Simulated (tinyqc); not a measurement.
Random telegraph noise from one oxide trap in a small MOSFET: time constants and noise against gate voltage.

An acceptor-like trap exchanges electrons with the channel. Inversion charge Q = Cox u, u = n Vt W0(exp((Vg - VT)/(n Vt))), W0 the Lambert function, n = nf, Cox = eps0 eox/tox; linear regime Id = (W/L) mu Q Vd. Relative to threshold the surface potential rises by Vt ln(u/u0) and the oxide voltage by the rest of Vg - VT, with u0 = n Vt W0(1).

N = Cox u/q; dpsi = Vt ln(u/u0); E = E0 - dpsi - (xt/tox)(Vg - VT - dpsi); capture time tc = 1/[(N/zi) vth s0 exp(-xt/lt - EB/Vt)]; emission time te = tc exp(-E/Vt); occupancy te/(tc + te). A = W L; threshold step dV = q (1 - xt/tox)/(Cox A); gm/Id = 1/(u + n Vt); relative step dI/I = (gm/Id) dV + asc mu/A. fc = (1/tc + 1/te)/(2 pi); rms = (dI/I) sqrt(tc te)/(tc + te).

Inputs (values chosen for the exercise); values of the order met in silicon transistors:
- T = 300 K (temperature)
- eox = 3.9 (relative permittivity of the gate insulator (close to silicon dioxide))
- tox = 1.5 nm (insulator thickness)
- xt = 0.67 nm (depth of the trap from the channel interface)
- E0 = 0.12 eV (trap level above the channel Fermi level at threshold)
- s0 = 2e-17 cm^2 (capture prefactor)
- EB = 0.3 eV (capture barrier (lattice relaxation))
- lt = 0.16 nm (tunnelling decay length)
- vth = 1.3e7 cm/s (thermal velocity)
- zi = 2.6 nm (thickness of the inversion layer)
- VT = 0.31 V (threshold voltage)
- nf = 1.08 (body factor)
- W = 77 nm (gate width)
- L = 170 nm (gate length)
- mu = 380 cm^2/(V s) (mobility)
- asc = 0 V s (scattering coefficient of the charged trap)
- Vd = 0.05 V (drain voltage)

Constants: q = 1.602176634e-19 C, kB = 1.380649e-23 J/K, Vt = kB T/q, eps0 = 8.8541878128e-14 F/cm where lengths are in cm. Results are converted to the units shown.

Time constants and noise against gate voltage:
```
Vg (V)	E (eV)	tc (s)	te (s)	occupancy	dI/I (%)	fc (Hz)	rms dI/I (%)
0.27	0.1531	0.09172	2.462e-4	0.002677	0.8809	648.2	0.04552
0.33	0.1051	0.02084	3.581e-4	0.01689	0.5655	452.1	0.07288
0.39	0.06543	0.008503	6.766e-4	0.07371	0.3382	253.9	0.08836
0.45	0.03062	0.004856	0.001486	0.2343	0.2240	139.9	0.09486
0.51	-0.001741	0.003292	0.003521	0.5168	0.1630	93.54	0.08145
0.57	-0.03272	0.002457	0.008714	0.7800	0.1266	83.03	0.05245
0.63	-0.06285	0.001948	0.02215	0.9192	0.1029	88.91	0.02805
0.69	-0.09240	0.001607	0.05732	0.9727	0.08641	101.8	0.01407
0.75	-0.1215	0.001365	0.1502	0.9910	0.07431	117.7	0.007019
```

tc falls from 0.0917 to 0.00136 s as the channel fills and te rises from 2.46e-4 to 0.150 s; they are equal at Vg = 0.507 V, where E = 0. The rms noise goes from 0.0455 through a maximum of 0.0949 (at Vg = 0.45 V among the rows listed) to 0.00702 %. The slope -Vt d ln(tc/te)/dVg is 0.800 between the first two rows and 0.486 between the last two; it tends to xt/tox = 0.447 only when the surface potential stops moving.

Range of the model: VT is taken as given; short-channel effects and the uneven flow of current among few electrons are left out.

Program tinyqc, `OMP_NUM_THREADS=1 python tinyqc.py 2710125 2710126 out.jsonl`; Intel Xeon 2.30GHz, shared host, one thread, about 0.01 s.
